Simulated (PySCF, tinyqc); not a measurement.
Inside a calculation. Method: coupled-perturbed Hartree-Fock on RHF in the sto-3g basis, for H6, spin multiplicity 1. The lowest restricted solution is unstable here: a spin-polarised one lies 0.0370 hartree lower (PySCF). One step of it, computed by the program tinyqc.

Problem. Iteration 8 (converged): orbitals. Diagonalise F' = X^T F X, C = X C', fill 3 alpha and 3 beta electrons from the bottom; D = 2 C_occ C_occ^T. Each column has its largest component positive (the first on a tie).

converged F (hartree), lower triangle:
```
,1H 1s,2H 1s,3H 1s,4H 1s,5H 1s,6H 1s
1H 1s,-0.200415
2H 1s,-0.409689,-0.302236
3H 1s,-0.119688,-0.384969,-0.305093
4H 1s,0.009287,-0.116320,-0.407551,-0.305380
5H 1s,0.003731,-0.015045,-0.116523,-0.385476,-0.302278
6H 1s,-0.011143,0.003737,0.009344,-0.119703,-0.409268,-0.200142
```

X, lower triangle:
```
,1H 1s,2H 1s,3H 1s,4H 1s,5H 1s,6H 1s
1H 1s,1.077826
2H 1s,-0.253607,1.191393
3H 1s,0.046794,-0.310642,1.196920
4H 1s,-0.007007,0.051214,-0.277755,1.197239
5H 1s,0.001344,-0.009211,0.051253,-0.311093,1.191474
6H 1s,-0.000216,0.001341,-0.006997,0.046791,-0.253258,1.077610
```

Give: F' = X^T F X; orbital energies; coefficients C; D after iteration 8.

Solution.

F' = X^T F X (hartree), lower triangle:
```
,1,2,3,4,5,6
1,-0.032
2,-0.411,0.040
3,0.056,-0.390,0.041
4,0.018,0.062,-0.426,0.041
5,0.003,-0.010,0.062,-0.391,0.040
6,-0.013,0.003,0.018,0.056,-0.411,-0.032
```

orbital energies (hartree): MO1 -0.612, MO2 -0.494, MO3 -0.290, MO4 0.150, MO5 0.502, MO6 0.842

coefficients C:
```
,MO1,MO2,MO3,MO4,MO5,MO6
1H 1s,0.165,0.345,0.484,-0.595,-0.593,-0.376
2H 1s,0.296,0.427,0.256,0.278,0.782,0.747
3H 1s,0.383,0.168,-0.423,0.497,-0.362,-0.938
4H 1s,0.384,-0.169,-0.423,-0.496,-0.362,0.938
5H 1s,0.296,-0.426,0.257,-0.279,0.781,-0.748
6H 1s,0.165,-0.344,0.485,0.596,-0.592,0.376
```

D after iteration 8, lower triangle:
```
,1H 1s,2H 1s,3H 1s,4H 1s,5H 1s,6H 1s
1H 1s,0.762
2H 1s,0.640,0.670
3H 1s,-0.168,0.154,0.709
4H 1s,-0.400,-0.134,0.595,0.709
5H 1s,0.052,-0.057,-0.134,0.154,0.671
6H 1s,0.287,0.052,-0.400,-0.168,0.640,0.762
```
